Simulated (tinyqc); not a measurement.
Coupling ratio and rate constant from the late transient.

Inverse problem. Long after the knee a floating-gate cell follows U = Vg - (tox/ag) B/ln(K t). Find K and ag.

Values chosen for this exercise: tunnel oxide thickness tox = 8.5 nm; control-gate voltage Vg = 13.8 V.

U at t = 0.0005 and 0.05 s (V): 0.91708189  2.8845174
B = 26.332516 V/nm

Answer. 1/(Vg - U) is linear in ln t; the ratio of the two values gives ln(K t_a), and either value gives ag.

K = 2.496e14 1/s
ag = 0.6800

tinyqc, about 0.01 s, one thread, Intel Xeon 2.30GHz (shared host): `OMP_NUM_THREADS=1 python tinyqc.py 2130088 2130089 out.jsonl`
